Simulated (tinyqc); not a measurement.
Trap density and scattering coefficient from 1/f noise.

Problem. f S = K0 (1 + ac mu Cox I/gm)^2 with K0 = q^2 Vt lt Nt/(W L Cox^2), Vt in eV and Nt per eV. Find K0, Nt and ac.

Inputs (values chosen for the exercise): temperature T = 350 K; gate length L = 28 nm; total gate width W = 40 um; gate capacitance Cox = 0.78 uF/cm^2; mobility mu = 230 cm^2/(V s); tunnelling length into the oxide lt = 0.1 nm.

Constants: q = 1.602176634e-19 C, kB = 1.380649e-23 J/K, Vt = kB T/q. Results are converted to the units shown.

I/gm at two biases (V): 0.0452927644  0.486889042
f S at these biases (V^2): 1.46117964e-10  4.38676944e-10

Solution. sqrt(f S) is linear in I/gm: the intercept is sqrt(K0), and slope over intercept is ac mu Cox.

K0 = 1.25e-10 V^2
Nt = 1.10e17 cm^-3 eV^-1
ac = 1.00e4 V s/C

tinyqc, about 0.01 s, one thread, Intel Xeon 2.30GHz (shared host): `OMP_NUM_THREADS=1 python tinyqc.py 2150106 2150107 out.jsonl`
